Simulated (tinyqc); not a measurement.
# Current crowding under a contact, resistor ladder against the transmission-line model: effects of single changes

A metal contact of length d and width W on a thin layer of the same width. The metal has no resistance, the sheet resistance under it equals Rsh, and current enters the layer at the front edge x = 0.

Parameters, values chosen for the exercise: sheet resistance of the semiconductor layer Rsh = 120 ohm/sq; specific contact resistivity rc = 5.3e-6 ohm cm^2; contact length d = 0.95 um; contact width W = 92 um.

Each table varies one quantity; the others keep the values above.

## Convergence with the number of cells

Cut the contact into n cells of length hc = d/n. Neighbouring cell centres are joined by a = W/(Rsh hc), each centre joins the metal (0 V) by g = W hc/rc, and I enters cell 1 through half a cell: -a v_(i-1) + b_i v_i - a v_(i+1) = I for i = 1 and 0 otherwise, b_i = g + 2 a (g + a at both ends). Rc = v_1/I + 1/(2 a). The error is against Transfer length Lt = sqrt(rc/Rsh); front resistance Rc = (Rsh Lt/W) coth(d/Lt); end resistance Re = (Rsh Lt/W)/sinh(d/Lt).

Convergence with the number of cells:
```
n	hc/Lt	Rc (ohm)	error (%)
1	0.45204	6.6836	3.28
2	0.22602	6.5249	0.823
4	0.11301	6.4849	0.206
8	0.056505	6.4749	0.0516
16	0.028252	6.4724	0.0129
32	0.014126	6.4718	3.22e-3
64	0.0070631	6.4716	8.06e-4
```

What does the table show?

The exact Rc is 6.4716 ohm. The error falls from 3.3 % to 8.1e-4 %, by a factor of 4.0 over the last doubling: second order in the cell length.

## Effect of the sheet resistance

Same model as above.

Transfer length Lt = sqrt(rc/Rsh); front resistance Rc = (Rsh Lt/W) coth(d/Lt); end resistance Re = (Rsh Lt/W)/sinh(d/Lt).

Effect of the sheet resistance:
```
Rsh (ohm/sq)	Lt (um)	d/Lt	Rc W (ohm um)	Re W (ohm um)
5	10.296	0.092272	559.48	557.10
13	6.3851	0.14878	562.01	555.84
33	4.0076	0.23705	568.31	552.70
83	2.5270	0.37595	583.93	544.97
210	1.5887	0.59799	622.86	525.98
530	1.0000	0.95000	716.43	482.04
1400	0.61528	1.5440	943.69	385.43
3500	0.38914	2.4413	1382.8	238.93
```

Rc W rises from 559 to 1380 ohm um while Re W falls from 557 to 239 ohm um; for Rsh going to zero both tend to rc/d = 558 ohm um. A larger Rsh shortens Lt and crowds the current to the front edge.

tinyqc, about 0.01 s, one thread, Intel Xeon 2.30GHz (shared host): `OMP_NUM_THREADS=1 python tinyqc.py 2760036 2760037 out.jsonl`
